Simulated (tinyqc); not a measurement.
Configuration-coordinate model of a defect: Huang-Rhys factor and luminescence line shape. From Stokes shift back to ground-state phonon hbar omega_g. Computed by tinyqc, a small Python program. Command: `OMP_NUM_THREADS=1 python tinyqc.py 3006769 3006770 out.jsonl ccline inv`. One thread of a shared host (Intel(R) Xeon(R) Processor @ 2.30GHz), about 0.04 s of CPU time with the checks.

Ground state E_g(Q) = (1/2) omega_g^2 Q^2; excited state E_e(Q) = E_0 + (1/2) omega_e^2 (Q - dQ)^2 with omega_e = omega_g and E_0 = E_ZPL. Q is mass-weighted; the dipole does not depend on Q (Condon approximation).

Inputs (values chosen for the exercise, for a model defect in a wide-gap host): zero-phonon energy E_ZPL = 1.67 eV; displacement dQ = 0.975 u^(1/2) angstrom.

Modes: equal frequencies in both states.

Constants: hbar^2/u = 4.18015928e-03 eV angstrom^2.

Method. S = hbar omega dQ^2/(2 hbar^2/u) for each state; relaxation energy S hbar omega; absorption at E_0 + S_e hbar omega_e, emission at E_0 - S_g hbar omega_g; the Stokes shift is their difference.

Problem. A run gave the result below. Find the ground-state phonon hbar omega_g, known to lie between 17 and 43 meV.

Stokes shift = 0.1271975 eV

Solution.

Each step takes the trial c = (a f_b - b f_a)/(f_b - f_a), f being the result less the target and a, b, c the logarithms of the listed values; c replaces end b, the old b replaces a if the sign of f changed, and otherwise f_a is halved.

Scan of the range:
```
ground-state phonon hbar omega_g (meV)  Stokes shift (eV)
17.0                                             0.065723
19.8                                             0.089155
23.2                                             0.122403
27.0                                             0.165785
31.6                                             0.227086
36.8                                             0.307973
43.0                                             0.420488
```

False position (Illinois rule, in the logarithm of the input) inside the bracket:
```
step    end a    end b    trial  Stokes shift (eV)
1     23.2000  27.0000  23.5922           0.126577
2     27.0000  23.5922  23.6427           0.127119
3     27.0000  23.6427  23.6554           0.127256
4     23.6427  23.6554  23.6500           0.127197
5     23.6554  23.6500  23.6500           0.127197
```

Stokes shift rises at every point of a 13-point scan of the range (every second point is shown), so one value fits; it is bracketed by 23.2 and 27.0. The scan shows a pure power law with exponent 2.000, so scaling from any one row also gives the answer directly. Answer: ground-state phonon hbar omega_g = 23.65 meV.
